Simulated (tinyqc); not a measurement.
# Resistance of a tapered via with liner, size effect and interface: what changes with what

A round via whose diameter grows from db at the bottom as D(z) = db + 2 z/tan(ang). The fill, of diameter D - 2 tl, starts above the bottom liner (thickness fb tl) and has rho = rho0 (1 + ks lam/(D - 2 tl)); the sidewall liner conducts in parallel with it. The bottom liner and the interface are crossed over the full area pi db^2/4. Spreading in the lines above and below is left out.

Parameters, values chosen for the exercise; fill metal close to molybdenum: diameter at the bottom db = 31 nm; height hv = 52 nm; sidewall angle ang = 89 degrees; bulk resistivity of the fill rho0 = 5.3 uohm cm; mean free path of the fill lam = 10.9 nm; size-effect factor ks = 0.8; liner on the sidewall tl = 0.1 nm; liner at the bottom over that on the sidewall fb = 1; resistivity of the liner rl = 260 uohm cm; interface resistivity at the bottom ri = 8.9e-13 ohm cm^2; ballistic conductance per area, about 3/(4 rho0 lam) Sb = 1.3e15 S/m^2; bulk resistivity of the second fill (close to ruthenium) rho2 = 7.86 uohm cm; its mean free path lam2 = 6.69 nm; its liner tl2 = 0.2 nm.

Each table varies one quantity; the others keep the values above.

## Via resistance against the diameter at the bottom

Slices between z0 = fb tl and hv, evaluated at their midpoints: conductance per length pi/4 [(D - 2 tl)^2/rho + (D^2 - (D - 2 tl)^2)/rl], slice resistance = slice height over that. 2000 slices. R_fill = sum of the slices; R_bottom = rl fb tl/(pi db^2/4); R_interface = ri/(pi db^2/4); ballistic (Sharvin) limit 1/(Sb pi (db - 2 tl)^2/4); ideal cylinder rho0 hv/(pi db^2/4).

Via resistance against the diameter at the bottom:
```
db (nm)	R_fill (ohm)	R_bottom (ohm)	R_interface (ohm)	R (ohm)	ballistic limit (ohm)	R over ideal cylinder	largest part
6	183.6	9.196	3.148	196.0	29.11	2.010	fill
8.3	86.05	4.805	1.645	92.50	14.93	1.816	fill
11	44.89	2.736	0.9365	48.57	8.397	1.675	fill
16	19.15	1.293	0.4426	20.89	3.923	1.524	fill
22	9.413	0.6840	0.2341	10.33	2.061	1.425	fill
30	4.772	0.3678	0.1259	5.265	1.103	1.350	fill
42	2.313	0.1877	0.06424	2.565	0.5605	1.289	fill
58	1.167	0.09841	0.03369	1.299	0.2932	1.246	fill
80	0.5958	0.05173	0.01771	0.6652	0.1538	1.213	fill
```

R falls from 196 to 0.665 ohm. The fill is the largest part at db = 6 and in all other rows. R goes as db^(-2.31) between the first two rows and db^(-2.08) between the last two; area alone gives -2.

## Via resistance against the height

Same model as above.

2000 slices.

The same in every row: R_bottom (ohm) = 0.34448; R_interface (ohm) = 0.11792; ballistic limit (ohm) = 1.0324.

Result of one run:
```
hv (nm)	R_fill (ohm)	R (ohm)	R over ideal cylinder	largest part
170	12.765	13.227	1.1081	fill
```

What becomes of these results when the height hv is changed from 170 to 56 nm, all else the same?

Result of the changed run:
```
hv (nm)	R_fill (ohm)	R (ohm)	R over ideal cylinder	largest part
56	4.7640	5.2264	1.3291	fill
```

The whole series:
```
hv (nm)	R_fill (ohm)	R (ohm)	R over ideal cylinder	largest part
19	1.6840	2.1464	1.6088	fill
27	2.3735	2.8359	1.4958	fill
39	3.3829	3.8452	1.4041	fill
56	4.7640	5.2264	1.3291	fill
82	6.7725	7.2349	1.2565	fill
120	9.5021	9.9645	1.1825	fill
170	12.765	13.227	1.1081	fill
250	17.333	17.795	1.0137	fill
```

R rises from 2.15 to 17.8 ohm. The fill is the largest part at hv = 19 and in all other rows. The share of the two bottom terms goes from 21.5 to 2.60 %. For hv = 19 the ballistic limit exceeds half of R_fill, so the diffusive model understates R.

## Two fill metals against the diameter

2000 slices. R_fill = sum of the slices; R_bottom = rl fb tl/(pi db^2/4); R_interface = ri/(pi db^2/4). The second fill has rho2, lam2 and tl2 in place of rho0, lam and tl.

Results:
```
db (nm)	R, first fill (ohm)	R, second fill (ohm)	ratio second/first
6	196.0	249.1	1.271
8.5	87.57	113.5	1.296
17	18.25	24.79	1.358
24	8.542	11.86	1.389
35	3.782	5.363	1.418
49	1.851	2.666	1.440
70	0.8776	1.280	1.458
100	0.4196	0.6179	1.472
```

Estimate the missing row, db = 12 nm.

Computed row:
```
db (nm)	R, first fill (ohm)	R, second fill (ohm)	ratio second/first
12	39.87	52.86	1.326
```

With this row back in the table: The ratio goes from 1.27 to 1.47. The first fill gives the lower R in every row.

tinyqc, about 0.01 s, one thread, Intel Xeon 2.30GHz (shared host): `OMP_NUM_THREADS=1 python tinyqc.py 2750194 2750195 out.jsonl`
